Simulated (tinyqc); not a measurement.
Polytypes by hexagonality, and a cubic inclusion as a quantum well: sweeps and comparisons. A value that a table varies takes the place of the one given here.

Gap: E3 + (E2 - E3) h. Valence top Ev2 h and polarisation P2 h, both counted from 3C; Ec = Ev + gap.

A cubic inclusion of width L = N d in the host (h = 1) is a well of depth V = Ec(host) - Ec(3C). Square well with mass mismatch: k tan(k L/2) = (m_w/m_b) q, k = sqrt(m_w E/c), q = sqrt(m_b (V - E)/c), c = hbar^2/2m0, lowest root. The depth of the level, V - E, is its binding, and the transition to the valence top of the host is gap(host) - (V - E). The step in polarisation gives a field |F| = |P|/(eps eps0) in a thin inclusion, eps0 = 8.8541878e-12 F/m.

Constants: hbar^2/2m0 = 3.80998211 eV angstrom^2.

Inputs chosen for the exercise (of the order of those of InP; the results hold for these values, not for the real material):
- E3 = 1.413 eV (gap of the cubic polytype)
- E2 = 1.502 eV (gap of 2H)
- Ev2 = 0.048 eV (valence top of 2H above that of 3C)
- P2 = -0.0018 C/m^2 (spontaneous polarisation of 2H)
- m = (0.079, 0.076) m0 (electron mass along c in the cubic layer and in the host)
- d = 3.381 angstrom (thickness of a double layer)
- eps = 12.7 (dielectric constant)
- N = 6 (double layers in the cubic inclusion)

## Width of the inclusion

Without the field: square well. With it, the potential inside is |F| (z - L/2), the host conduction edge lies at V - |F| L/2 on one side and V + |F| L/2 on the other, and the lowest level E_F is found by finite differences (step 0.25 angstrom, wide box, good to about 1 meV). Holes sit in the host on the high side, so the transition is gap(host) - V + E_F - |F| L/2. A dash: bound by less than 2 meV or not at all.

Results:

| N | L (angstrom) | depth (eV) | transition (eV) | depth below the low side, with field (eV) | transition with field (eV) |
|---|---|---|---|---|---|
| 2 | 6.76 | 0.004 | 1.498 | - | - |
| 4 | 13.52 | 0.015 | 1.487 | 0.006 | 1.474 |
| 6 | 20.29 | 0.028 | 1.474 | 0.015 | 1.455 |
| 10 | 33.81 | 0.055 | 1.447 | 0.032 | 1.416 |
| 15 | 50.72 | 0.079 | 1.423 | 0.045 | 1.376 |
| 20 | 67.62 | 0.095 | 1.407 | 0.051 | 1.343 |
| 30 | 101.43 | 0.113 | 1.389 | 0.054 | 1.286 |

What does this show, and why?

The square well binds a level even at N = 2 (4 meV), as any symmetric one-dimensional well does; the depth grows to 113 of 137 meV, and the transition tends to E3 - Ev(host) = 1.365 eV. With the field the level is bound by 2 meV or more for N = 4, 6, 10, 15, 20 and 30, and the transition is lowered by 13 meV at N = 4 and 103 meV at N = 30, where |F| L/2 = 81 meV. Free carriers or surface charge screen the field and the step between the two sides; with the field removed every row returns to its square-well depth, and the attraction to the hole, left out here, binds the electron further.

## What each parameter does

Well depth, depth of the level, transition without the field and field. Each row changes one parameter from the base and keeps the others.

Results:

| case | V (eV) | depth (eV) | transition (eV) | \|F\| (MV/cm) |
|---|---|---|---|---|
| base | 0.1370 | 0.0285 | 1.4735 | 0.160 |
| N = 7 | 0.1370 | 0.0355 | 1.4665 | 0.160 |
| Ev2 = 0.078 eV | 0.1670 | 0.0401 | 1.4619 | 0.160 |
| E3 = 1.393 eV | 0.1570 | 0.0361 | 1.4659 | 0.160 |
| E2 = 1.532 eV | 0.1670 | 0.0401 | 1.4919 | 0.160 |
| P2 = -0.0023 C/m^2 | 0.1370 | 0.0285 | 1.4735 | 0.205 |
| eps = 13.7 | 0.1370 | 0.0285 | 1.4735 | 0.148 |
| m = (0.095, 0.076) m0 | 0.1370 | 0.0291 | 1.4729 | 0.160 |

What can be read from the table?

The largest shifts from the base row, up to three for each result and ties (the steps differ in size, so this ranks the rows, not the parameters). V (eV): Ev2 +0.0300, E2 +0.0300, E3 +0.0200; unchanged at the printed digits by N, P2, eps and m. depth (eV): Ev2 +0.0116, E2 +0.0116, E3 +0.0076; unchanged at the printed digits by P2 and eps. transition (eV): E2 +0.0184, Ev2 -0.0116, E3 -0.0076; unchanged at the printed digits by P2 and eps. |F| (MV/cm): P2 +0.044, eps -0.012; unchanged at the printed digits by N, Ev2, E3, E2 and m.

tinyqc: `OMP_NUM_THREADS=1 python tinyqc.py 1850293 1850294 out.jsonl`; about 0.07 s, one thread, shared Intel(R) Xeon(R) Processor @ 2.30GHz.
